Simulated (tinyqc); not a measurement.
Three-level Kane dispersion of a narrow-gap semiconductor: sweeps and comparisons. A value that a table varies takes the place of the one given here.

Zero of energy at Gamma8, c = hbar^2/2m0, P^2 = Ep c. The free-electron term and remote bands are left out, so the heavy holes are flat at E = 0 and the other three bands obey E (E - Eg)(E + Dso) = P^2 k^2 (E + 2 Dso/3). The conduction band is the highest root; its edge is Ec = max(Eg, 0).

Degenerate electrons at T = 0: kF = (3 pi^2 n)^(1/3), 1 cm^-3 = 1e-24 angstrom^-3; EF is the highest root at kF. The momentum (cyclotron, optical) mass is m(E) = hbar^2 k/(dE/dk) = c d(k^2)/dE with d(k^2)/dE = k^2 [1/E + 1/(E - Eg) + 1/(E + Dso) - 1/(E + 2 Dso/3)]; the density of states is k d(k^2)/dE/(2 pi^2).

Edge mass m0* = 3 |Eg|/(2 Ep).
Constants: hbar^2/2m0 = 3.80998211 eV angstrom^2.

Inputs chosen for the exercise (near those of HgTe; the results hold for these values, not for the real material):
```
symbol  value    unit        meaning
Eg      -0.308   eV          E(Gamma6) - E(Gamma8)
Dso     1.11     eV          spin-orbit splitting
Ep      18.6     eV          Kane energy
k       0.005    1/angstrom  wave vector
n       5.4e+16  cm^-3       electron density
```

## Filling the band

n from 1e15 to 1e19 cm^-3. The last column is the local power d ln(EF - Ec)/d ln n = kF^2/(1.5 (EF - Ec) d(k^2)/dE).

Results:
```
n (cm^-3)  kF (1/angstrom)  EF - Ec (meV)  parabolic (meV)   m(EF)  m(EF)/m0*  power
1.0e+15            0.00309            1.5              1.5  0.0250       1.01  0.664
1.0e+16            0.00667            6.7              6.8  0.0258       1.04  0.655
3.0e+16            0.00961           13.7             14.2  0.0267       1.08  0.643
1.0e+17            0.01436           29.3             31.6  0.0289       1.16  0.621
3.0e+17            0.02071           56.9             65.8  0.0326       1.31  0.588
1.0e+18            0.03094          112.5            146.8  0.0398       1.60  0.543
3.0e+18            0.04462          199.5            305.4  0.0507       2.04  0.500
1.0e+19            0.06665          354.9            681.4  0.0693       2.79  0.459
```

What does this show?

The power falls from 0.664 to 0.459: 2/3 marks a parabola, 1/3 a linear band. The parabola is within 10 % up to n = 1.0e+17 cm^-3. The mass has doubled by n = 3.0e+18 cm^-3 and ends at 2.8 times its edge value.

## Closing and inverting the gap

Eg is varied at fixed k, Dso and Ep. Edge mass: Eg (Eg + Dso)/(Ep (Eg + 2 Dso/3)) for Eg > 0, 3 |Eg|/(2 Ep) for Eg < 0. The Gamma6 weight of the conduction state is 1/(1 + P^2 k^2 [(2/3)/E^2 + (1/3)/(E + Dso)^2]).

Results:
```
Eg (eV)      m0*  highest root (eV)  middle (eV)  lowest (eV)  E - Ec (meV)  Gamma6 weight
-0.400   0.03226             0.0029      -0.4021      -1.1108           2.9          0.007
-0.200   0.01613             0.0058      -0.2051      -1.1106           5.8          0.027
-0.080   0.00645             0.0128      -0.0922      -1.1106          12.8          0.122
-0.020   0.00161             0.0260      -0.0454      -1.1105          26.0          0.364
0.020    0.00160             0.0461      -0.0256      -1.1105          26.1          0.643
0.080    0.00624             0.0932      -0.0127      -1.1105          13.2          0.880
0.200    0.01499             0.2062      -0.0057      -1.1105           6.2          0.973
0.400    0.02849             0.4033      -0.0029      -1.1104           3.3          0.993
```

How do the results move?

The edge mass vanishes with |Eg| from both sides, yet the kinetic energy at this k stays finite, at most 26.1 meV in the table; at Eg = 0 the two-level form, without the split-off band, gives the linear value sqrt(2/3) P k = 34.4 meV. The Gamma6 weight of the conduction state goes smoothly from 0.01 to 0.99 and is 0.36 and 0.64 in the two rows next to Eg = 0: at finite k nothing jumps at the inversion.

## What each parameter does

Edge mass, EF - Ec and m(EF). Each row changes one parameter from the base and keeps the others.

Results:
```
case                m0* (m0)  EF - Ec (meV)  m(EF) (m0)
base                 0.02484          19.88     0.02758
n = 1.08e+17 cm^-3   0.02484          30.68     0.02904
Eg = -0.2618 eV      0.02111          22.92     0.02434
Dso = 0.9435 eV      0.02484          19.90     0.02750
Ep = 21.39 eV        0.02160          22.69     0.02431
```

How do the results move?

The largest shifts from the base row, up to three for each result and ties (the steps differ in size, so this ranks the rows, not the parameters). m0* (m0): Eg -0.00373, Ep -0.00324; unchanged at the printed digits by n and Dso. EF - Ec (meV): n +10.81, Eg +3.04, Ep +2.81. m(EF) (m0): Ep -0.00326, Eg -0.00324, n +0.00147.

Program tinyqc; command `OMP_NUM_THREADS=1 python tinyqc.py 1080551 1080552 out.jsonl`; about 0.01 s on one thread of a shared Intel(R) Xeon(R) Processor @ 2.30GHz.
